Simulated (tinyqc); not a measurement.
Debye-Callaway model of lattice thermal conductivity: one step, computed by the program tinyqc.

Three acoustic branches with one velocity v, cut at omega_D = k_B Theta/hbar; x = hbar omega/(k_B T). v and Theta are separate inputs: Theta cuts off the heat-carrying modes, so C need not reach 3 k_B/V. gamma is an effective value that sets the umklapp rate.

Question. Scattering rates at one frequency. Rates: point defects A omega^4; umklapp B omega^2 T exp(-Theta/(b T)) with B = hbar gamma^2/(M v^2 Theta); normal processes f_N B omega^2 T (T/Theta)^2. Boundaries: v/L. The resistive time is tau_R = 1/(boundary + point-defect + umklapp rates), and the free path is v tau_R.

Inputs (values chosen for the exercise, for a model crystal): sound velocity v = 4150 m/s; Debye temperature Theta = 324 K; mean atomic mass M = 131 u; effective Grueneisen parameter gamma = 1.05; umklapp exponent divisor b = 2; Casimir length L = 480 micrometre; normal-process factor f_N = 4.8; temperature T = 150 K; probe frequency omega/omega_D = 0.18.

Sample: crystal. Point defects: isotopes. Normal processes: included.

Rayleigh coefficient A = 2.338111e-45 s^3

Constants: k_B = 1.380649e-23 J/K; hbar = 1.054571817e-34 J s; u = 1.6605390666e-27 kg.

Give: omega; Rates; tau_R; free path.

Answer.

omega = 7.635e+12 rad/s

Rates:
```
process        rate (1/s)  rate x tau_R
boundaries      8.646e+06       0.02872
point defects   7.946e+06       0.02640
umklapp         2.844e+08        0.9449
normal          8.617e+08         2.863
```

tau_R = 3.322e-09 s

free path = 13786 nm

The strongest resistive process at this frequency: umklapp, 94 % of the resistive rate.
